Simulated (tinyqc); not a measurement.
From results back to parameters: finite square well with mass mismatch (envelope functions). Three cases, with inputs chosen for the exercise.

Problem. The lowest level of this well was computed from a hidden depth V0.

A square well of width L and depth V0, mass mw inside and mb outside, energies from the bottom of the well, c = hbar^2/2m0. k = sqrt(mw E/c), kappa = sqrt(mb (V0 - E)/c). psi and psi'/m are continuous at the walls (BenDaniel-Duke), so level n solves k L + 2 atan[(k/mw)/(kappa/mb)] = n pi.

Constants: hbar^2/2m0 = 3.80998211 eV angstrom^2.

Case 1.

Values chosen (out of a larger set: near those of an InGaAs well in InAlAs; not measured data): L = 71 angstrom (well width); mw = 0.0412 m0 (mass in the well); mb = 0.0732 m0 (mass in the barrier).

E1 = 0.080187 eV

Case 2.

Values chosen (out of a larger set: near those of a strained Si well in SiGe; not measured data): L = 29 angstrom (well width); mw = 0.908 m0 (mass in the well); mb = 0.974 m0 (mass in the barrier).

E1 = 0.026619 eV

Case 3.

Values chosen (out of a larger set: near those of a strained Si well in SiGe; not measured data): L = 51 angstrom (well width); mw = 0.904 m0 (mass in the well); mb = 0.901 m0 (mass in the barrier).

E1 = 0.011213 eV

Find: k; kappa; V0.

Solution. For n = 1 the condition reads kappa = (mb/mw) k tan(kL/2); then V0 = E1 + c kappa^2/mb.

Case 1.

k = 0.02945 1/angstrom
kappa = 0.0902 1/angstrom
V0 = 0.504 eV

Case 2.

k = 0.07965 1/angstrom
kappa = 0.1934 1/angstrom
V0 = 0.173 eV

Case 3.

k = 0.05158 1/angstrom
kappa = 0.1968 1/angstrom
V0 = 0.175 eV

Computed by tinyqc, one run a case: `OMP_NUM_THREADS=1 python tinyqc.py N N+1 out.jsonl` with N = 1250590, 1250624, 1250680; one thread of a shared Intel(R) Xeon(R) Processor @ 2.30GHz, about 0.01 s a run at most.
